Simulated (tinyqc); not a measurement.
# Undoped symmetric double-gate MOSFET, analytic potential model: effects of single changes

An undoped body of thickness ts between two equal insulators and tied gates; long channel, electrons only, n = ni exp((psi - V)/Vt) with V the quasi-Fermi potential (0 at the source, Vd at the drain), constant mobility, no quantisation. Across the body psi(x) = V - 2 Vt ln[(ts/(2 beta)) sqrt(q ni/(2 eps0 eps_r Vt)) cos(2 beta x/ts)], x from the centre. Q is the electron charge per area of the whole body.

Inputs (values chosen for the exercise); material values those of a made-up semiconductor: temperature T = 293 K; band gap Eg = 0.889 eV; relative permittivity of the semiconductor eps_r = 15; conduction-band density of states at T Nc = 2.35e19 cm^-3; valence-band density of states at T Nv = 3.32e19 cm^-3; relative permittivity of the gate insulator eox = 7.79; insulator thickness tox = 2.3 nm; body thickness ts = 25 nm; gate work function less that of the intrinsic body dphi = 0.24 V; channel mobility mu = 170 cm^2/(V s); gate length L = 1 um; drain voltage Vd = 0.8 V.

Constants: q = 1.602176634e-19 C, kB = 1.380649e-23 J/K, Vt = kB T/q, eps0 = 8.8541878128e-14 F/cm where lengths are in cm. Results are converted to the units shown.

Each table varies one quantity; the others keep the values above.

## Effect of the insulator thickness

ni = sqrt(Nc Nv) exp(-Eg/(2 Vt)), Eg in volts; r = eps_r tox/(eox ts); V0 = dphi + 2 Vt ln[(2/ts) sqrt(2 eps0 eps_r Vt/(q ni))]. beta (between 0 and pi/2) solves (Vg - V0 - V)/(2 Vt) = ln(beta) - ln(cos beta) + 2 r beta tan(beta). Q = 8 eps0 eps_r Vt beta tan(beta)/ts; I = mu (1/L)(4 eps0 eps_r/ts)(2 Vt)^2 [g(beta_s) - g(beta_d)] per width, g = beta tan(beta) - beta^2/2 + r beta^2 tan^2(beta), with beta_s at V = 0 and beta_d at V = Vd.  I(low) is taken at Vg = 0.32 V, Qs and I(high) at Vg = 1.07 V.

The same in every row: V0 (V) = 0.5672.

Result of one run:
```
tox (nm)	I(low) (nA/um)	Qs(high) (nC/cm^2)	I(high) (uA/um)
1.6	0.02581	2899	106.7
```

What becomes of these results when the insulator thickness tox is changed from 1.6 to 0.77 nm, all else the same?

Result of the changed run:
```
tox (nm)	I(low) (nA/um)	Qs(high) (nC/cm^2)	I(high) (uA/um)
0.77	0.02581	5454	186.9
```

The whole series:
```
tox (nm)	I(low) (nA/um)	Qs(high) (nC/cm^2)	I(high) (uA/um)
0.77	0.02581	5454	186.9
1.1	0.02581	4012	142.5
1.6	0.02581	2899	106.7
2.3	0.02581	2112	80.35
3.3	0.02581	1539	60.36
4.8	0.02581	1105	44.67
6.9	0.02581	800.7	33.24
```

As tox goes from 0.77 to 6.9 nm, I(low) stays near 0.0258 nA/um and I(high) falls from 187 to 33.2 uA/um. On average I(low) is independent of tox and I(high) goes as tox^(-0.79). Below threshold no voltage drops over the insulator in this long-channel model, so its thickness does not matter there. In every row the surface density at the source at the higher gate voltage passes 0.3 Nc, where Boltzmann statistics fail.

## Effect of the gate work function less that of the intrinsic body

Same model as above.

Effect of the gate work function less that of the intrinsic body:
```
dphi (V)	V0 (V)	I(low) (nA/um)	Qs(high) (nC/cm^2)	I(high) (uA/um)
0.09	0.4172	9.676	2915	144.4
0.14	0.4672	1.352	2644	120.8
0.19	0.5172	0.1870	2377	99.42
0.24	0.5672	0.02581	2112	80.35
0.29	0.6172	0.003563	1852	63.50
0.34	0.6672	4.918e-4	1597	48.85
0.39	0.7172	6.788e-5	1348	36.34
```

What does the table show?

As dphi goes from 0.09 to 0.39 V, I(low) falls from 9.68 to 6.79e-5 nA/um and I(high) falls from 144 to 36.3 uA/um. V0 rises from 0.417 to 0.717 V. In every row the surface density at the source at the higher gate voltage passes 0.3 Nc, where Boltzmann statistics fail.

## Effect of the body thickness

Same model as above.

Results:
```
ts (nm)	V0 (V)	I(low) (nA/um)	Qs(high) (nC/cm^2)	I(high) (uA/um)
8.3	0.62285	0.0085695	2107.5	78.456
12	0.60424	0.012390	2110.2	79.286
23	0.57138	0.023746	2112.3	80.257
32	0.55471	0.033037	2112.7	80.574
45	0.53749	0.046457	2113.0	80.814
62	0.52131	0.064003	2113.1	80.979
```

Estimate the missing row, ts = 16 nm.

Computed row:
```
ts (nm)	V0 (V)	I(low) (nA/um)	Qs(high) (nC/cm^2)	I(high) (uA/um)
16	0.58971	0.016519	2111.4	79.782
```

With this row back in the table: As ts goes from 8.3 to 62 nm, I(low) rises from 0.00857 to 0.0640 nA/um and I(high) rises from 78.5 to 81.0 uA/um. On average I(low) goes as ts^(1.00) and I(high) goes as ts^(0.02). Below threshold the charge is proportional to the cross-section of the body; above it the insulator sets the charge. In every row the surface density at the source at the higher gate voltage passes 0.3 Nc, where Boltzmann statistics fail.

Numbers from tinyqc (`OMP_NUM_THREADS=1 python tinyqc.py 2440015 2440016 out.jsonl`; about 0.01 s on one thread of a shared Intel Xeon 2.30GHz).
